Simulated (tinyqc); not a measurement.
Starting guesses with DIIS over 6 matrices: SCF starting guesses in the cc-pvdz basis, for He, spin multiplicity 1. Computed by the program tinyqc with PySCF. RHF with one setting changed at a time; a run stops when the energy changes by less than 1e-09 hartree and the error matrix is below 1e-5. Starts: the lowest orbitals of the core Hamiltonian, of the Wolfsberg-Helmholz matrix (K = 1.75), projected atomic densities, random orbitals, and the highest orbitals of the core Hamiltonian (a deliberately bad start).

Geometry (angstrom):

| atom | x | y | z |
|---|---|---|---|
| He | 0.0000 | 0.0000 | 0.0000 |

lowest restricted solution found by these runs and by PySCF = -2.855160 hartree

Largest element of the error matrix X^T (FDS - SDF) X:

| iteration | core | Wolfsberg-Helmholz | atomic densities | random | highest core orbitals |
|---|---|---|---|---|---|
| 1 | 6.7e-01 | 4.7e-01 | 9.7e-03 | 7.9e-01 | 0.0e+00 |
| 2 | 5.7e-02 | 3.8e-02 | 7.3e-04 | 1.6e-01 | 3.1e-01 |
| 3 | 3.7e-04 | 1.6e-04 | 5.5e-08 | 1.3e-02 | 3.1e-01 |
| 4 | 1.7e-04 | 7.1e-05 | 2.5e-08 | 1.4e-04 | 3.1e-01 |
| 5 | 1.1e-04 | 4.6e-05 | - | 2.0e-06 | 3.1e-01 |
| 6 | 7.9e-05 | 3.4e-05 | - | 9.3e-07 | 3.1e-01 |
| 8 | 6.9e-08 | 2.0e-08 | - | - | 2.3e-02 |
| 10 | - | - | - | - | 2.3e-05 |

How each run ends:

| run | iterations | E (hartree) | state |
|---|---|---|---|
| core | 8 | -2.855160 | lowest found |
| Wolfsberg-Helmholz | 8 | -2.855160 | lowest found |
| atomic densities | 4 | -2.855160 | lowest found |
| random | 6 | -2.855160 | lowest found |
| highest core orbitals | 13 | -2.855160 | lowest found |

What does the comparison show, and why?

5 of 5 runs reach the lowest restricted solution found, in 4 to 13 iterations (fastest: atomic densities). The first errors are 7e-01, 5e-01, 1e-02, 8e-01, 0e+00; the deliberately bad start has the smallest one, so a small first error does not mark a good start.
